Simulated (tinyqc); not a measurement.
Error from band bending against le.

In A the levels shift by pb (1 - z/W)^2 for z < W. The signal from depth z is weighted by exp(-z/le)/le, so the centroid shifts by pb [1 - 2/a + (2/a^2)(1 - exp(-a))], a = W/le, and the error of iA against its value at the interface is that less pb.

Inputs (values chosen for the exercise):
- pb = -0.73 V (band bending in A at the interface)
- W = 48 nm (width of the bent region)

Results:
```
le (nm)      a  centroid shift (eV)  error (meV)
0.5      96.00              -0.7150        15.05
1.9      25.26              -0.6745        55.50
3.4      14.12              -0.6339        96.09
4.8      10.00              -0.5986        131.4
6.2      7.742              -0.5658        164.2
7.7      6.234              -0.5333        196.7
10.6     4.528              -0.4780        252.0
12       4.000              -0.4546        275.4
```

Estimate the missing row, le = 9.1 nm.

Computed row:
```
le (nm)      a  centroid shift (eV)  error (meV)
9.1      5.275              -0.5054        224.6
```

With this row back in the table: The size of the error rises from 15.0 to 275 meV; for large a it is 2 |pb|/a. It is below 50 meV, a typical accuracy of the method, in 1 of the 9 rows. Heavily doped substrates and deep-probing photons need the correction.

Numbers from tinyqc (`OMP_NUM_THREADS=1 python tinyqc.py 2410131 2410132 out.jsonl`; about 0.01 s on one thread of a shared Intel Xeon 2.30GHz).
